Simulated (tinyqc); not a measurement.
Inductance and parasitic capacitance from two readings.

Inverse problem. A loss-free coil L in parallel with C shows the apparent inductance L/(1 - w^2 L C), w = 2 pi f. Find L, C and the self-resonance 1/(2 pi sqrt(L C)).

apparent inductance at 5.7 and 11 GHz (nH): 2.2317747  4.2566670

Solution. The inverse of the reading is 1/L - w^2 C, a straight line in w^2.

L = 1.90 nH
C = 61.0 fF
self-resonance = 14.8 GHz

Program tinyqc, `OMP_NUM_THREADS=1 python tinyqc.py 2302235 2302236 out.jsonl`; Intel Xeon 2.30GHz, shared host, one thread, about 0.01 s.
